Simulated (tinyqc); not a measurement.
Order-disorder in a binary alloy on two sublattices: Bragg-Williams and pair (quasi-chemical) approximations: one step, computed by the program tinyqc. Command: `OMP_NUM_THREADS=1 python tinyqc.py 3003651 3003652 out.jsonl order walk`. One thread of a shared host (Intel(R) Xeon(R) Processor @ 2.30GHz), about 0.01 s of CPU time with the checks.

All z = 4 neighbours of a site lie on the other sublattice. B fills the sublattices with x + eta/2 and x - eta/2; energies are per site, from the pure components: u = -z w y with y the probability of an A-B bond taken in one order.

Task: Energy, entropy and site fractions. a = x + eta/2, b = x - eta/2; u = -z w [x (1 - x) + eta^2/4]; s/k_B = [s2(a) + s2(b)]/2, s2(c) = -c ln c - (1 - c) ln(1 - c); gain on ordering = f(eta) - f(0), f = u - T s. Superlattice over fundamental intensity = [eta (f_B - f_A)/2]^2/[(1 - x) f_A + x f_B]^2.

Inputs (values chosen for the exercise, for a model alloy): ordering energy w = (e_AA + e_BB)/2 - e_AB = 13.3 meV; fraction x of B = 0.44; temperature T = 236 K.

Lattice: square (z = 4).

scattering factors f_A, f_B (electrons): 39  73

order parameter eta = 0.7059431

Constants: k_B = 8.617333262e-05 eV/K.

Give: B fraction on its own sublattice; B fraction on the A sublattice; energy u; entropy s; gain on ordering; intensity ratio.

Result:

B fraction on its own sublattice = 0.79297

B fraction on the A sublattice = 0.087028

energy u = -19.737 meV/site

entropy s = 0.40280 k_B/site

gain on ordering = -0.87016 meV/site

intensity ratio = 0.049464

A on the B sublattice: 0.2070, of which 0.1200 is forced by composition. Caution: T is near or above the T_c of the better pair approximation, so the true long-range order is lower than Bragg-Williams gives.
